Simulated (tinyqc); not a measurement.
Tunnelling through a two-layer gate stack, WKB transmission and Tsu-Esaki current: two steps of the calculation.

Electrons leave the emitter at x = 0. Energies E (motion across the layers) are in eV from the emitter Fermi level; the collector Fermi level lies at -V and offers states at every E. No charge in the dielectric and no image force: F1 = V/(t1 + t2 eps1/eps2), F2 = F1 eps1/eps2; U = phi1 - F1 x in layer 1 and phi2 - F1 t1 - F2 (x - t1) in layer 2. With C = hbar^2/(2 m0), kappa = sqrt(m (U - E)/C) where U > E and 0 elsewhere; T(E) = exp(-S), S = 2 times the integral of kappa over x.

Parameters, values chosen for the exercise; layer 1 close to silicon dioxide, layer 2 close to hafnium oxide:
```
symbol  value  unit                                                        meaning
phi1     3.22    eV  barrier of layer 1 above the emitter Fermi level at zero bias
m1       0.52    m0                                     tunnelling mass of layer 1
t1        0.7    nm                                           thickness of layer 1
eps1     3.74                                     relative permittivity of layer 1
phi2     1.48    eV                                barrier of layer 2 at zero bias
m2        0.2    m0                                     tunnelling mass of layer 2
t2        3.6    nm                                           thickness of layer 2
eps2     22.9                                     relative permittivity of layer 2
V         1.4     V                                  voltage across the dielectric
E           0    eV                                energy of the electron followed
nc          4                                                  cells in each layer
```

Constants: q = 1.602176634e-19 C, hbar = 1.054571817e-34 J s, m0 = 9.1093837015e-31 kg, hbar^2/(2 m0) = 0.0380998212 eV nm^2. Results are converted to the units shown.

Problem 1. Fields and band edges. F1 = V/(t1 + t2 eps1/eps2), F2 = F1 eps1/eps2; U = phi1 - F1 x in layer 1 and phi2 - F1 t1 - F2 (x - t1) in layer 2. EOT = 3.9 (t1/eps1 + t2/eps2).

Give: F1; F2; U at the end of layer 1; U at the start of layer 2; U at the end of layer 2; EOT.

Solution 1.

F1 = 10.870 MV/cm
F2 = 1.7753 MV/cm
U at the end of layer 1 = 2.4591 eV
U at the start of layer 2 = 0.71910 eV
U at the end of layer 2 = 0.080000 eV
EOT = 1.3430 nm

Problem 2. WKB exponent by the midpoint rule. Cut each layer into nc equal cells, take U and kappa at the cell centres, and sum S = 2 sum kappa h.

Wanted: x; U; kappa; S; T(E).

Solution 2.

| cell | x (nm) | U (eV) | kappa (1/nm) |
|---|---|---|---|
| 0 | 0.087 | 3.125 | 6.531 |
| 1 | 0.263 | 2.935 | 6.329 |
| 2 | 0.438 | 2.744 | 6.120 |
| 3 | 0.613 | 2.554 | 5.904 |
| 4 | 1.150 | 0.639 | 1.832 |
| 5 | 2.050 | 0.479 | 1.586 |
| 6 | 2.950 | 0.320 | 1.295 |
| 7 | 3.850 | 0.160 | 0.916 |

S = 18.84
T(E) = 6.556e-9

Numbers from tinyqc (`OMP_NUM_THREADS=1 python tinyqc.py 2540060 2540061 out.jsonl`; about 0.04 s on one thread of a shared Intel Xeon 2.30GHz).
